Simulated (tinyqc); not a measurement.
Haynes-Shockley experiment: what a collector records, against the lifetime.

A sheet injected at x = 0, t = 0 gives at x = L the signal n(t) = N0 exp(-t/tau - (L - v t)^2/(4 D t))/sqrt(4 pi D t), D = mu Vt, v = mu F. Its peak lies at tp = [-D + sqrt(D^2 + u^2 L^2)]/u^2, u^2 = v^2 + 4 D/tau; dt is the full width at half height. Simple readings: mobility L/(F tp), diffusion coefficient (L dt/tp)^2/(16 ln 2 tp). Area v times the integral of n over N0: (v/u) exp(L (v - u)/(2 D)).

Parameters, values chosen for the exercise:
- T = 300 K (temperature)
- mu = 5000 cm^2/(V s) (minority-carrier mobility)
- F = 14 V/cm (sweep field along the drift)
- L = 420 um (distance from injector to collector)

Constants: q = 1.602176634e-19 C, kB = 1.380649e-23 J/K, Vt = kB T/q. Results are converted to the units shown.

The same in every row: L/v (us) = 0.60000.

Haynes-Shockley experiment: what a collector records, against the lifetime:

| tau (s) | tp (us) | dt (us) | apparent mobility (cm^2/(V s)) | apparent D (cm^2/s) | area | exp(-L/(v tau)) |
|---|---|---|---|---|---|---|
| 8e-8 | 0.38279 | 0.21880 | 7837.1 | 135.75 | 0.0017185 | 5.5308e-4 |
| 2e-7 | 0.46849 | 0.29794 | 6403.5 | 137.31 | 0.055285 | 0.049787 |
| 4e-7 | 0.51325 | 0.34268 | 5845.1 | 138.14 | 0.21667 | 0.22313 |
| 9e-7 | 0.54453 | 0.37526 | 5509.4 | 138.73 | 0.49479 | 0.51342 |
| 2e-6 | 0.56025 | 0.39206 | 5354.7 | 139.03 | 0.72481 | 0.74082 |
| 5e-6 | 0.56849 | 0.40097 | 5277.1 | 139.18 | 0.87826 | 0.88692 |
| 1e-5 | 0.57133 | 0.40404 | 5250.9 | 139.24 | 0.93698 | 0.94176 |
| 2e-5 | 0.57276 | 0.40560 | 5237.8 | 139.27 | 0.96793 | 0.97045 |

Read the table: what changes, and by how much?

True values: mu = 5000 cm^2/(V s), D = 129 cm^2/s. The apparent mobility is 57 % above the true one in the first row and 4.8 % above it in the last, and the apparent D 5.0 % above and 7.7 % above D. The peak always comes before L/v, since spreading and decay both weigh down the later part of the signal; the shift is 36 % and 4.5 % in these rows.

tinyqc, about 0.01 s, one thread, Intel Xeon 2.30GHz (shared host): `OMP_NUM_THREADS=1 python tinyqc.py 2310037 2310038 out.jsonl`
